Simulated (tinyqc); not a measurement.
# Resistance of a source-drain extension with a graded tip: two studies

y runs along the channel, the gate covers y > 0. The doping is N0 for y < y0 and N0 10^(-(y - y0)/la) beyond, uniform over the depth xj. Sheet conductance s(y) = q mu(N) max(N - Nch, 0) xj + (for y > 0) ma Cox Vo, with mu(N) = u0 + (u1 - u0)/(1 + (N/Nr)^au) and Cox = eps0 eox/tox. Current is taken as one-dimensional; depletion of the tip, spreading and the contact are left out. The metallurgical junction lies at yj, where N = Nch.

Inputs (values chosen for the exercise); mobility law close to that of electrons in silicon:

| symbol | value | unit | meaning |
|---|---|---|---|
| eox | 3.9 |  | relative permittivity of the gate insulator (close to silicon dioxide) |
| tox | 4 | nm | insulator thickness |
| N0 | 2.5e20 | cm^-3 | active doping of the extension far from the gate |
| la | 3.9 | nm/decade | lateral abruptness |
| xj | 14 | nm | depth of the extension |
| Nch | 1.2e18 | cm^-3 | channel doping |
| Ls | 10 | nm | spacer length |
| Vo | 0.32 | V | gate overdrive |
| ma | 240 | cm^2/(V s) | mobility of the gate-induced layer |
| u1 | 1414 | cm^2/(V s) | mobility at low doping |
| u0 | 68.5 | cm^2/(V s) | mobility at high doping |
| Nr | 9.2e16 | cm^-3 | reference doping |
| au | 0.711 |  | exponent |
| Lg | 90 | nm | gate length |

Constants: q = 1.602176634e-19 C, eps0 = 8.8541878128e-14 F/cm where lengths are in cm. Results are converted to the units shown.

Each table varies one quantity; the others keep the values above.

## Abruptness at a fixed junction position

R_spacer = integral of dy/s from -Ls to 0, R_ov from 0 to yj, R_channel = (Lg - 2 yj)/(ma Cox Vo), R_total = 2 R_spacer + 2 R_ov + R_channel. Electrical length L_eff = ma Cox dR_total/d(1/Vo); R_series = R_total - L_eff/(ma Cox Vo). y0 is moved with la so that yj stays at 11.643 nm.

The same in every row: yj (nm) = 11.64; R_channel (ohm um) = 1006.

Abruptness at a fixed junction position:

| la (nm/decade) | R_spacer (ohm um) | R_ov (ohm um) | R_total (ohm um) | L_eff (nm) | R_series (ohm um) |
|---|---|---|---|---|---|
| 1 | 2.443 | 10.89 | 1033 | 67.28 | 18.20 |
| 2.1 | 2.443 | 19.79 | 1051 | 67.89 | 26.78 |
| 3.1 | 2.443 | 27.89 | 1067 | 68.44 | 34.58 |
| 4.2 | 2.443 | 36.79 | 1085 | 69.05 | 43.17 |
| 5.3 | 2.466 | 45.67 | 1103 | 69.67 | 51.75 |
| 6.3 | 2.982 | 53.27 | 1119 | 70.22 | 59.65 |
| 7.4 | 4.442 | 60.82 | 1137 | 70.82 | 68.65 |
| 8.5 | 6.895 | 67.51 | 1155 | 71.40 | 78.17 |

As la goes from 1 to 8.5 nm/decade, R_total rises from 1030 to 1160 ohm um, R_spacer rises from 2.44 to 6.90 ohm um and R_ov rises from 10.9 to 67.5 ohm um. R_total changes on average by 16.3 ohm um for each nm/decade. L_eff exceeds the metallurgical length by 0.562 nm in the first row and 4.68 nm in the last, since the gate also controls the lightly doped tips.

## Effect of the position under the gate where the fall begins

Same model as above.

Effect of the position under the gate where the fall begins:

| y0 (nm) | yj (nm) | R_spacer (ohm um) | R_ov (ohm um) | R_channel (ohm um) | R_total (ohm um) | L_eff (nm) | R_series (ohm um) |
|---|---|---|---|---|---|---|---|
| -6 | 3.043 | 11.84 | 24.64 | 1266 | 1339 | 85.90 | 43.03 |
| -4 | 5.043 | 5.000 | 30.46 | 1205 | 1276 | 82.05 | 38.62 |
| -2 | 7.043 | 2.853 | 32.86 | 1145 | 1216 | 78.08 | 38.73 |
| 0 | 9.043 | 2.443 | 33.73 | 1085 | 1157 | 74.09 | 39.59 |
| 2 | 11.04 | 2.443 | 34.22 | 1024 | 1098 | 70.09 | 40.54 |
| 4 | 13.04 | 2.443 | 34.70 | 964.0 | 1038 | 66.09 | 41.49 |
| 6 | 15.04 | 2.443 | 35.18 | 903.7 | 978.9 | 62.09 | 42.43 |
| 8 | 17.04 | 2.443 | 35.66 | 843.3 | 919.5 | 58.09 | 43.38 |

What does the table show?

As y0 goes from -6 to 8, R_total falls from 1340 to 920 ohm um, L_eff falls from 85.9 to 58.1 nm and R_series goes from 43.0 through a minimum of 38.6 (at y0 = -4 among the rows listed) to 43.4 ohm um. More overlap also shortens the channel and adds capacitance, effects on threshold and speed that are left out.

Computed by the program tinyqc: `OMP_NUM_THREADS=1 python tinyqc.py 2282033 2282034 out.jsonl`, one thread of a shared Intel Xeon 2.30GHz, about 0.07 s for the whole run.
